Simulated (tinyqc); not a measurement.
## Saddle-point parameters from gate and bias data

Question. In a saddle-point contact at zero temperature mu - V0 = al (Vg - Vp), riser n is centred where this equals wy (n + 1/2), its largest slope is dg/dmu = pi/(2 wx) (neighbouring modes neglected), and in bias spectroscopy neighbouring risers meet at q V = wy. Find al, Vp and wx.

gate voltages at the middle of the first and second risers (V): -1.9888268  -1.9664804
largest dg/dVg on a riser = 255.61140 1/V
bias at which two neighbouring risers meet = 4 mV

Solution. The bias gives wy, the gate spacing then gives al = wy/(Vg2 - Vg1), and the slope gives wx = al pi/(2 dg/dVg).

lever arm al = 0.179 eV/V
Vp = -2.00 V
wx = 1.10 meV

tinyqc, about 0.04 s, one thread, Intel Xeon 2.30GHz (shared host): `OMP_NUM_THREADS=1 python tinyqc.py 2740039 2740040 out.jsonl`
